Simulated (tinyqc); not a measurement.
Worked calculation: Stoner model of a band magnet at zero temperature. Computed by tinyqc, a small Python program that keeps every step. Command: `OMP_NUM_THREADS=1 python tinyqc.py 3023312 3023313 out.jsonl stoner walk`. One thread of a shared host (Intel(R) Xeon(R) Processor @ 2.30GHz), about 0.01 s of CPU time with the checks. Intermediate numbers are printed to about 6 digits and carried at full precision; extremes and crossings named in words are read from the listed rows.

Five orbitals per spin share one band; u = (E - E_bottom)/W runs from 0 to 1, and the states per spin, atom and energy are g = 5 d(u)/W with d = (8/pi) sqrt(u (1 - u)). N(u) is the integral of d from 0. The moment m = n_up - n_down (electrons per atom) moves the fillings to n +/- m/10; the energy is E(m) = E_band(m) - I m^2/4.

Inputs (values chosen for the exercise, for a model d band):
```
quantity,value,unit
band width W,5.7,eV
filling n per spin orbital,0.8,-
Stoner parameter I,1.5,eV
start moment m0,1,mu_B
largest number of steps,600,-
```

Density of states: semi-elliptic.

Constants: k_B = 8.617333262e-05 eV/K.

## The paramagnetic state

Solve N(u_F) = n; g_F = 5 d(u_F)/W; the Stoner product is I g_F.

u_F = 0.745931

g_F = 0.972435 1/eV

Stoner product I g_F = 1.45865

I g_F > 1: the paramagnet is unstable.

## Fixed-moment scan

For a moment m the Fermi levels of the two spins lie W [u(n + m/10) - u(n - m/10)] =: Delta apart; gbar = m/Delta is the mean density of states between them. A solution has I gbar = 1, is stable where gbar falls with m, or sits at saturation m_max = 10 min(n, 1 - n) if I gbar > 1 there. E_band(m) = 5 W [e(n + m/10) + e(n - m/10) - 2 e(n)], e = integral of u d(u) up to the Fermi level.

Against the moment:
```
m (mu_B),Delta (eV),I gbar,E(m) - E(0) (meV)
0.1,0.10285,1.45841,-1.179
0.3,0.30896,1.45650,-10.595
0.6,0.62076,1.44984,-42.171
0.9,0.93879,1.43802,-94.058
1.2,1.26800,1.41956,-164.980
1.5,1.61738,1.39114,-252.668
1.8,2.01125,1.34245,-352.649
2.0,2.40045,1.24976,-419.987
```

I gbar runs between 1.250 and 1.458; the energy falls with m where it exceeds 1 and rises where it is below. The lowest row is m = 2.00, below the paramagnet.

## Self-consistent moment

Split the bands by Delta = I m, find the common Fermi level that keeps 10 n electrons, and read m(out) = 5 [N(u + Delta/(2W)) - N(u - Delta/(2W))], N clipped to 0 and 1. Start from m0 (at most 0.9 m_max, m_max = 10 min(n, 1 - n)); stop when m changes by less than 1e-8; moments under 1e-5 count as 0.

Iteration:
```
step,m in (mu_B),Delta (eV),m out (mu_B)
1,1.00000,1.50000,1.40189
2,1.40189,2.10284,1.86037
3,1.86037,2.79056,2.00000
4,2.00000,3.00000,2.00000
```

moment m = 2 mu_B

last change of m = 2.88658e-15

The moment is saturated: one spin band is full or empty (a strong ferromagnet).

## Energy, splitting and spin polarisation

Exchange splitting = I m; P = (g_up - g_down)/(g_up + g_down) at the Fermi level, with d = 0 for a full or empty band. The Stoner temperature scale is I m/(4 k_B).

E(m) - E(0) = -419.987 meV

exchange splitting = 3 eV

spin polarisation P = -1

Stoner temperature scale = 8703.39 K

Minority electrons dominate at the Fermi level. Real Curie points lie far below such a temperature, since the moments disorder in direction long before they vanish.

Checks made by the program: N(u_F) against quadrature of d (relative difference below 1e-10).
